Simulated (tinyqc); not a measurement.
From results back to parameters: electrons shared among three sets of ellipsoidal valleys. Three cases, with inputs chosen for the exercise.

Problem. An ellipsoidal valley with ml > mt has m_d = (ml mt^2)^(1/3) and 1/m_c = (1/ml + 2/mt)/3.
Find: K = ml/mt; ml; mt.

Method. m_d/m_c = K^(1/3) (2 + 1/K)/3 rises steadily for K > 1, so it fixes K; then mt = m_d/K^(1/3) and ml = K mt.

Case 1.

m_d = 0.303550 m0
m_c = 0.206739 m0

Solution.

K = ml/mt = 9.10
ml = 1.323 m0
mt = 0.1454 m0

Case 2.

m_d = 0.289458 m0
m_c = 0.202304 m0

Solution.

K = ml/mt = 8.29
ml = 1.186 m0
mt = 0.1430 m0

Case 3.

m_d = 0.308783 m0
m_c = 0.248233 m0

Solution.

K = ml/mt = 4.84
ml = 0.883 m0
mt = 0.1826 m0

Computed by tinyqc, one run a case: `OMP_NUM_THREADS=1 python tinyqc.py N N+1 out.jsonl` with N = 1652781, 1652792, 1680040; one thread of a shared Intel(R) Xeon(R) Processor @ 2.30GHz, about 0.03 s a run at most.
